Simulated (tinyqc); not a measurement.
Changing the total flow F_t: precursor delivery by bubblers, mass-transport growth and the solid composition of a III-V alloy. Computed by tinyqc, a small Python program. Command: `OMP_NUM_THREADS=1 python tinyqc.py 3013065 3013066 out.jsonl movpe_thermo sweep`. One thread of a shared host (Intel(R) Xeon(R) Processor @ 2.30GHz), about 0.01 s of CPU time with the checks.

1 sccm = 44.615 micromol/min; 1 torr = 133.322 Pa. The sources decompose fully at the surface.

Inputs (values chosen for the exercise, modelled on triethylgallium (source 1) and trimethylindium (source 2) for the vapour pressures):

| quantity | value | unit |
|---|---|---|
| bath temperature T1 | 285 | K |
| bath temperature T2 | 303 | K |
| bubbler pressure p_b | 760 | torr |
| carrier flow F1 | 160 | sccm |
| carrier flow F2 | 350 | sccm |
| group-V flow F_V | 52 | sccm |
| reactor pressure p | 76 | torr |
| growth temperature T | 850 | K |
| diffusivity at 273 K and 760 torr | 0.32 | cm^2/s |
| flow cross-section A | 45 | cm^2 |
| distance from the leading edge z | 6 | cm |
| lattice constant a | 5.78 | angstrom |
| interaction L0 of the solid | 19 | kJ/mol |
| log10 of p_B,eq over pure BC at 1000 K and 1 torr of group V (exaggerated: liquid indium has about -4.1) | -2.7 | log10 torr |
| enthalpy of that equilibrium H | 272 | kJ/mol |

Alloy: mixing on the group-III sites, with desorption of B.

constants a, b of source 1 (log10 torr, K): 8.075  2162

constants a, b of source 2 (log10 torr, K): 10.5  3014

Constants: k_B = 1.380649e-23 J/K; R = 8.314462618 J/(mol K).

Method:
- log10 p_v = a - b/T_bath; molar flow = F x 44.615 x p_v/(p_b - p_v) for a saturated bubbler.
- p_i = p n_i/(44615 F_t), F_t in slm; p_V = p F_V/(1000 F_t), counted per molecule supplied; V/III = 44.615 F_V/(n1 + n2); vapour fraction of source 2 = n2/(n1 + n2).
- Mean velocity u = (F_t/A)(760/p)(T/273); D = D0 (T/273)^1.75 (760/p); boundary layer delta = sqrt(pi D z/u); flux = D dp/(delta k_B T); growth rate = flux x a^3/4.
- A sticks fully. B desorbs: its surface pressure is p_B* = x gamma_B K/sqrt(p_V), ln gamma_B = L0 (1 - x)^2/(R T), K = 10^(log10 K at 1000 K) exp[-(H/R)(1/T - 1/1000)], p_V in torr. With equal diffusivities x = (p_2 - p_B*)/(p_1 + p_2 - p_B*). Growth rate = rate per torr x p_1/(1 - x).

One run for each value:

| total flow F_t (slm) | growth rate (micrometre/h) | boundary layer delta (cm) | velocity u (cm/s) |
|---|---|---|---|
| 2.0 | 9.2403 | 4.3688 | 23.06 |
| 3.3 | 7.1932 | 3.4011 | 38.05 |
| 5.4 | 5.6226 | 2.6588 | 62.27 |
| 8.9 | 4.3787 | 2.0710 | 102.63 |
| 15.0 | 3.3711 | 1.5953 | 172.98 |
| 24.0 | 2.6626 | 1.2612 | 276.76 |
| 40.0 | 2.0580 | 0.9769 | 461.27 |

Describe and explain the trends.

Over the rows, growth rate (micrometre/h) falls from 9.24 to 2.06 (exponent d ln y / d ln x about -0.50 throughout); boundary layer delta (cm) falls from 4.37 to 0.977 (exponent d ln y / d ln x about -0.50 throughout); velocity u (cm/s) rises from 23.1 to 461 (exponent d ln y / d ln x about 1.00 throughout). The exponent of growth rate stays at -0.50: dilution as 1/F_t against a thinner boundary layer.

Caution (rows 2.00, 3.30, 5.40, 8.90): the boundary layer is a quarter or more of the root of the cross-section, so it fills much of the channel and depletion along the flow matters. Caution (all rows): x lies inside the spinodal of the bulk alloy, 2 L0 x (1 - x) > R T; only kinetics or coherency strain keep such a layer uniform.

Extremes, crossings and ranges named in words are read from the listed rows.
